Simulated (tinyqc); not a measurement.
Film and buried-oxide thickness from two coupling ratios.

Inverse problem. In a depleted film -dVT/dVb is k1 = Cs Cbox/(Cox (Cs + Cbox)) for a front channel and k2 = Cbox (Cox + Cs)/(Cox Cs) for a back channel, with Cox = eps0 eox/tox, Cs = eps0 eps_r/ts, Cbox = 3.9 eps0/tb. Find ts and tb.

Parameters, values chosen for the exercise; band and dielectric values close to those of silicon:

| symbol | value | unit | meaning |
|---|---|---|---|
| eps_r | 11.5 |  | relative permittivity |
| eox | 3.9 |  | relative permittivity of the gate insulator (close to silicon dioxide) |
| tox | 2.8 | nm | insulator thickness |

coupling ratios for a front and a back channel: [0.16370107, 0.80948617]

Solution. With y = Cox/Cs and z = Cox/Cbox, 1/k1 = y + z and k2 = (1 + y)/z, so y = (k2/k1 - 1)/(1 + k2); the thicknesses follow from y and z.

ts = 18.0 nm
tb = 11.0 nm

tinyqc, about 0.7 s, one thread, Intel Xeon 2.30GHz (shared host): `OMP_NUM_THREADS=1 python tinyqc.py 2190121 2190122 out.jsonl`
